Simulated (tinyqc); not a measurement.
# Long-channel MOSFET, surface-potential model: effects of single changes

n-channel transistor on a uniformly doped p-type body, gradual-channel approximation, constant mobility, Boltzmann statistics, full ionisation. Potentials are counted from the neutral body; V is the electron quasi-Fermi potential, Vsb at the source and Vsb + Vds at the drain. Charges are magnitudes per area.

Parameters, values chosen for the exercise; material values close to those of silicon: temperature T = 293 K; band gap Eg = 1.14 eV; relative permittivity of the semiconductor eps_r = 11.7; conduction-band density of states at T Nc = 2.68e19 cm^-3; valence-band density of states at T Nv = 2.58e19 cm^-3; acceptor density of the body Na = 1.2e16 cm^-3; relative permittivity of the gate insulator eox = 9.26; insulator thickness tox = 20 nm; flat-band voltage Vfb = -0.49 V; channel mobility mu = 310 cm^2/(V s); gate width W = 5 um; gate length L = 10 um; source-body reverse bias Vsb = 0 V; gate-source voltage Vgs = 0.7 V; drain-source voltage Vds = 0.05 V.

Constants: q = 1.602176634e-19 C, kB = 1.380649e-23 J/K, Vt = kB T/q, eps0 = 8.8541878128e-14 F/cm where lengths are in cm. Results are converted to the units shown.

Each table varies one quantity; the others keep the values above.

## Output curve

ni = sqrt(Nc Nv) exp(-Eg/(2 Vt)), Eg in volts; phiF = Vt ln(Na/ni); Cox = eps0 eox/tox; gamma = sqrt(2 q eps0 eps_r Na)/Cox. The surface potential psi at channel potential V solves Vgs + Vsb - Vfb - psi = gamma sqrt(G), G = psi - Vt + Vt exp((psi - 2 phiF - V)/Vt). Charge sheet: Qi = Cox gamma [sqrt(G) - sqrt(psi - Vt)]; I = mu (W/L) [integral of Qi dpsi from psi_0 to psi_L (drift) + Vt (Qi0 - QiL) (diffusion)], with psi_0 at V = Vsb and psi_L at V = Vsb + Vds. Pao-Sah: Qi(V) = (Cox gamma/2) integral from 3 Vt to psi of exp((u - 2 phiF - V)/Vt)/sqrt(G(u, V)) du, and I = mu (W/L) integral of Qi dV from Vsb to Vsb + Vds. Square law: VT = Vfb + 2 phiF + gamma sqrt(2 phiF + Vsb), m = 1 + gamma/(2 sqrt(2 phiF + Vsb)), I = mu Cox (W/L) [(Vgs - VT) v - m v^2/2] with v the smaller of Vds and (Vgs - VT)/m, and zero below VT.

In this table Vgs = 0.7 V.

Results:
```
Vds (V)	psi_L (V)	QiL (nC/cm^2)	I, charge sheet (uA)	I, Pao-Sah (uA)	I, square law (uA)
0.05	0.9154	53.03	0.4595	0.4860	0.8824
0.1	0.9535	36.14	0.7890	0.8349	1.592
0.15	0.9877	21.03	0.9996	1.058	2.128
0.2	1.015	9.096	1.109	1.173	2.492
0.25	1.030	2.393	1.149	1.214	2.683
0.35	1.035	0.05710	1.159	1.225	2.714
0.4	1.035	0.007918	1.159	1.225	2.714
0.45	1.035	0.001094	1.159	1.225	2.714
```

Estimate the missing row, Vds = 0.3 V.

Computed row:
```
Vds (V)	psi_L (V)	QiL (nC/cm^2)	I, charge sheet (uA)	I, Pao-Sah (uA)	I, square law (uA)
0.3	1.034	0.4002	1.158	1.223	2.714
```

With this row back in the table: The Pao-Sah current rises from 0.486 to 1.22 uA, while the charge at the drain end falls from 53.0 to 0.00109 nC/cm^2. The current first comes within 1 % of its last value at Vds = 0.25 V among the rows listed; the square law saturates at (Vgs - VT)/m = 0.280 V. Over the last two rows psi_L moves by less than 1 mV: the drain has lost hold of the surface potential, so the current no longer grows. In the last row the charge sheet is 5.4 % below Pao-Sah and the square law 2.22 times it.

## Effect of the acceptor density of the body

VT = Vfb + 2 phiF + gamma sqrt(2 phiF + Vsb), m = 1 + gamma/(2 sqrt(2 phiF + Vsb)). The swing is 20 mV/log10[I(VT - 0.14 V)/I(VT - 0.16 V)] of the charge-sheet current at the given Vds.

Results:
```
Na (cm^-3)	gamma (V^0.5)	VT (V)	m	swing (mV/decade)	I at Vgs, Vds (uA)
1.2e15	0.04869	0.1841	1.031	61.90	0.8852
4.1e15	0.08999	0.2825	1.054	63.24	0.6949
7.6e15	0.1225	0.3431	1.072	64.32	0.5697
1.4e16	0.1663	0.4143	1.095	65.78	0.4186
2.6e16	0.2266	0.5021	1.127	67.77	0.2369
4.8e16	0.3079	0.6107	1.170	70.42	0.06138
```

Estimate the missing row, Na = 2.2e15 cm^-3.

Computed row:
```
Na (cm^-3)	gamma (V^0.5)	VT (V)	m	swing (mV/decade)	I at Vgs, Vds (uA)
2.2e15	0.06592	0.2297	1.040	62.44	0.7994
```

With this row back in the table: As Na goes from 1.2e15 to 4.8e16 cm^-3, VT rises from 0.184 to 0.611 V, the swing rises from 61.9 to 70.4 mV a decade and the current falls from 0.885 to 0.0614 uA. The swing is 3.3 % above m Vt ln 10 in the first row and 3.5 % above it in the last.

Numbers from tinyqc (`OMP_NUM_THREADS=1 python tinyqc.py 2360112 2360113 out.jsonl`; about 0.05 s on one thread of a shared Intel Xeon 2.30GHz).
